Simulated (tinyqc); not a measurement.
Surface potential of a MOS transistor: implicit equation and explicit approximations: one step of the calculation.

p-type body, charge-sheet picture, depletion and inversion only, full ionisation (an idealisation for deep acceptors), Boltzmann statistics (rough once Na exp(x - xn) passes about Nc/7). In units of Vt: xg = (Vg - Vfb)/Vt, x = psi/Vt, G = gamma/sqrt(Vt), xn = (2 phiF + Vc)/Vt. The implicit equation is (xg - x)^2 = G^2 [x - 1 + exp(x - xn)] for x above about 3. Cox = eps0 eox/tox.

Question. Potential, charges and gate control. psi = Vt x; N_dep = Cox Vt G sqrt(x - 1)/q; N_inv = (Cox Vt G/q) [sqrt(x - 1 + exp(x - xn)) - sqrt(x - 1)]; dpsi/dVg = 1/[1 + G^2 (1 + exp(x - xn))/(2 (xg - x))].

Parameters, values chosen for the exercise; band and dielectric values close to those of silicon:

| symbol | value | unit | meaning |
|---|---|---|---|
| T | 350 | K | temperature |
| eox | 3.9 |  | relative permittivity of the gate insulator (close to silicon dioxide) |
| tox | 9.2 | nm | insulator thickness |
| Vc | 1 | V | channel-body voltage |

Constants: q = 1.602176634e-19 C, kB = 1.380649e-23 J/K, Vt = kB T/q, eps0 = 8.8541878128e-14 F/cm where lengths are in cm. Results are converted to the units shown.

converged x = 46.901361
G = 1.2499899
xn = 55.414158
xg = 55.370129

Find: psi; N_dep; N_inv; dpsi/dVg.

Answer.

psi = 1.4146 V
N_dep = 5.9838e11 cm^-2
N_inv = 1.3094e6 cm^-2
dpsi/dVg = 0.91553

psi lies 8.5 Vt below 2 phiF + Vc.

tinyqc, about 0.01 s, one thread, Intel Xeon 2.30GHz (shared host): `OMP_NUM_THREADS=1 python tinyqc.py 2122077 2122078 out.jsonl`
